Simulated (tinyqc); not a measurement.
Hot carriers by balance equations with a heated Maxwellian. Changing the optical or intervalley deformation potential D_o. Computed by tinyqc, a small Python program. Command: `OMP_NUM_THREADS=1 python tinyqc.py 3005192 3005193 out.jsonl hot sweep`. One thread of a shared host (Intel(R) Xeon(R) Processor @ 2.30GHz), about 0.04 s of CPU time with the checks.

The carriers follow a Maxwellian at an electron temperature T_e, slightly displaced; the drift energy is neglected against k_B T_e. The balance averages the rate, not the time, so mu_0 lies below the relaxation-time value.

Inputs (values chosen for the exercise, modelled on electrons in germanium): effective mass m = 0.22 m_0; density rho = 5323 kg/m^3; sound velocity v_l = 5440 m/s; acoustic deformation potential D_A = 11 eV; phonon energy hbar w = 31.3 meV; final valleys Z_f = 3; lattice temperature T = 250 K; electric field F = 0.36 kV/cm; mixing = 0.4; iteration cap = 300.

Band: parabolic. Solver: damped fixed point.

Constants: k_B = 8.617333262e-05 eV/K; k_B = 1.380649e-23 J/K; e = 1.602176634e-19 C; hbar = 1.054571817e-34 J s; m_0 = 9.1093837015e-31 kg; hbar = 6.582119569e-16 eV s.

Method:
- Parabolic band: E = hbar^2 k^2/(2 m), speed v = hbar k/m, states per spin, volume and energy g(E) = m k/(2 pi^2 hbar^2). Masses are multiplied by m_0 and all formulas are in SI units.
- Phonon occupation N_q = 1/(exp(hbar w/(k_B T)) - 1).
- Acoustic deformation potential (elastic, equipartition, absorption and emission together): 1/tau = 2 pi k_B T D_A^2 g(E)/(hbar rho v_l^2).
- Optical or intervalley deformation potential: 1/tau = (pi Z_f D_o^2/(rho w)) [N_q g(E + hbar w) + (N_q + 1) g(E - hbar w)], with g = 0 below the band edge.
- Averages over the Maxwellian, <y> = int y x^(1/2) exp(-x) dx / int x^(1/2) exp(-x) dx with x = E/(k_B T_e), split at x_0 = hbar w/(k_B T_e): 64 Gauss-Legendre points in sqrt(x) below it and 128 in sqrt(x - x_0) above it, up to x = 32. Momentum balance: mu(T_e) = e/(m nu), nu = <x (sum of rates)>/<x>. Power lost per carrier: P(T_e) = hbar w <emission rate - absorption rate> + <(2 m v_l^2/(k_B T)) (E - 2 k_B T) acoustic rate>.
- Energy relaxation time at weak heating: tau_E = (3/2) k_B / (dP/dT_e), the derivative by a central difference of +/- 0.5 K at T_e = T.
- Fixed point: T_out = T + (T_e - T) e mu(T_e) F^2/P(T_e), T_new = T_e + mixing (T_out - T_e).
- Start at T_e = 1.5 T; stop when T_e moves by less than 1e-6 K or exceeds 1e6 K.
- v = mu(T_e) F; warm-carrier coefficient (mu/mu_0 - 1)/F^2.

One run for each value; columns: (1) optical or intervalley deformation potential D_o (1e8 eV/cm); (2) drift velocity (1e7 cm/s); (3) electron temperature T_e (K); (4) energy relaxation time tau_E (ps); (5) low-field mobility mu_0 (cm^2/(V s)):
```
(1)       (2)     (3)     (4)     (5)
1.0   0.11826  361.60  34.419  3964.9
1.5   0.12347  310.53  17.564  3841.0
2.2   0.12212  279.75   8.718  3607.4
3.2   0.11179  263.26   4.253  3201.5
4.7   0.09121  255.09   2.002  2567.5
6.9   0.06448  251.68   0.936  1799.9
10.0  0.04009  250.50   0.447  1115.3
15.0  0.02104  250.12   0.199   584.7
```

Over the rows, drift velocity (1e7 cm/s) goes from 0.118 through a maximum among these rows, 0.123 at 1.50, to 0.0210; electron temperature T_e (K) falls from 362 to 250 (exponent d ln y / d ln x -0.38 between the first rows and -0.0038 between the last); energy relaxation time tau_E (ps) falls from 34.4 to 0.199 (exponent d ln y / d ln x -1.7 between the first rows and -2.0 between the last).

Caution (rows 10.0, 15.0): the drift energy m v^2/2 is not small against the heating (3/2) k_B (T_e - T), so T_e - T is rough.

Extremes, crossings and ranges named in words are read from the listed rows.
